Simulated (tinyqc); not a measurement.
Strength against creep resistance: grain growth, pinning, strength and diffusional creep of a polycrystal or thin film. Computed by tinyqc, a small Python program. Command: `OMP_NUM_THREADS=1 python tinyqc.py 3005269 3005270 out.jsonl grain walk`. One thread of a shared host (Intel(R) Xeon(R) Processor @ 2.30GHz), about 0.01 s of CPU time with the checks.

One mean grain size d describes the structure.

Inputs (values chosen for the exercise, modelled on nickel):

| quantity | value | unit |
|---|---|---|
| atomic volume Omega | 10.94 | angstrom^3 |
| boundary energy gamma | 0.78 | J/m^2 |
| mobility prefactor M0 | 3.5e-05 | m^4/(J s) |
| activation energy of boundary motion Q_m | 1.43 | eV |
| anneal temperature T | 670 | K |
| anneal time t | 12 | s |
| initial grain size d0 | 15 | nm |
| particle volume fraction f | 0.0026 | - |
| particle radius r | 2.1 | nm |
| film thickness h | 58 | nm |
| surface energy gamma_s | 2.7 | J/m^2 |
| Hall-Petch slope k_y | 0.16 | MPa m^0.5 |
| lattice diffusion energy Q_l | 2.77 | eV |
| boundary diffusion energy Q_b | 1.17 | eV |
| lattice prefactor D0 | 6.9e-05 | m^2/s |
| boundary prefactor delta D0b | 1.5e-14 | m^3/s |
| applied stress sigma | 100 | MPa |
| service temperature T_c | 641 | K |

Sample: thin film on a substrate.

Constants: k_B = 8.617333262e-05 eV/K; k_B = 1.380649e-23 J/K.

Method:
- M = M0 exp(-Q_m/(k_B T)). The driving pressure is 2 gamma/d. Zener pinning pressure 3 f gamma/(2 r) stops growth at d_Z = 4 r/(3 f). Grooves where boundaries meet the surface have the angle theta = arcsin(gamma/(2 gamma_s)) and are taken to stop growth at d_h = h/(2 theta), a few film thicknesses; the limit is 1/d_lim = 1/d_Z + 1/d_h.
- dd/dt = 2 M gamma (1/d - 1/d_lim) integrates to 2 M gamma t = d_lim (d0 - d) + d_lim^2 ln[(d_lim - d0)/(d_lim - d)]; without pinning d^2 = d0^2 + 4 M gamma t.
- Nabarro-Herring rate = 14 sigma Omega D_l/(k_B T d^2), D_l = D0 exp(-Q_l/(k_B T)); Coble rate = 14 pi sigma Omega delta D_b/(k_B T d^3), delta D_b = delta D0b exp(-Q_b/(k_B T)); they are equal at d_x = pi delta D_b/D_l.
- Hall-Petch term k_y/sqrt(d).

crossover size d_x = 2.59526e+09 micrometre

At T_c and sigma:

| d (nm) | Hall-Petch term (MPa) | Nabarro-Herring (1/s) | Coble (1/s) | time to 1 % (s) |
|---|---|---|---|---|
| 30 | 923.76 | 2.2083e-11 | 1.9103e+00 | 5.2347e-03 |
| 100 | 505.96 | 1.9874e-12 | 5.1579e-02 | 1.9388e-01 |
| 300 | 292.12 | 2.2083e-13 | 1.9103e-03 | 5.2347e+00 |
| 1000 | 160.00 | 1.9874e-14 | 5.1579e-05 | 1.9388e+02 |
| 3000 | 92.38 | 2.2083e-15 | 1.9103e-06 | 5.2347e+03 |
| 10000 | 50.60 | 1.9874e-16 | 5.1579e-08 | 1.9388e+05 |
| 100000 | 16.00 | 1.9874e-18 | 5.1579e-11 | 1.9388e+08 |

What follows from these numbers?

From 100 micrometre to 30 nm grains the Hall-Petch term grows 58 times, while the time to 1 % strain shrinks by 10.6 decades. Coble creep rules in 7 of the seven rows (d_x is a millimetre or more). Fine grains resist slip but creep fast. The Hall-Petch value at 30 nm is at the edge of that law, and in a film grains much larger than h lose atoms to the surfaces instead. Caution: sigma Omega is not small against k_B T, as the linear creep laws assume.

Extremes, crossings and ranges named in words are read from the listed rows.
